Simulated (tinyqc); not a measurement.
Ion-assisted plasma etching: sheath, surface coverage, synergy and aspect-ratio dependence: one step, computed by the program tinyqc.

Radicals adsorb on bare sites; ions remove covered sites with a high yield and bare sites by sputtering; a slow spontaneous reaction acts everywhere, walls included.

Task: Fluxes. Bohm speed u_B = sqrt(e T_e/M_i); ion flux G_i = 0.61 n_e u_B; radical flux G_n = n c/4 with c = sqrt(8 k_B T_g/(pi M_n)).

Inputs (values chosen for the exercise, close to those used for silicon dioxide in a fluorocarbon plasma):
```
quantity                    value    unit
plasma density n_e        3.7e+11  1/cm^3
electron temperature T_e      2.3      eV
ion mass M_i                   69       u
radical density n         1.6e+14  1/cm^3
radical mass M_n               19       u
gas temperature T_g           400       K
```

Feature: long trench.

Constants: e = 1.602176634e-19 C; u = 1.6605390666e-27 kg; k_B = 1.380649e-23 J/K.

Give: Bohm speed; ion flux G_i; radical speed c; radical flux G_n; flux ratio G_n/G_i.

Result:

Bohm speed = 1.7934e+05 cm/s

ion flux G_i = 4.0476e+16 1/(cm^2 s)

radical speed c = 66764 cm/s

radical flux G_n = 2.6705e+18 1/(cm^2 s)

flux ratio G_n/G_i = 65.978
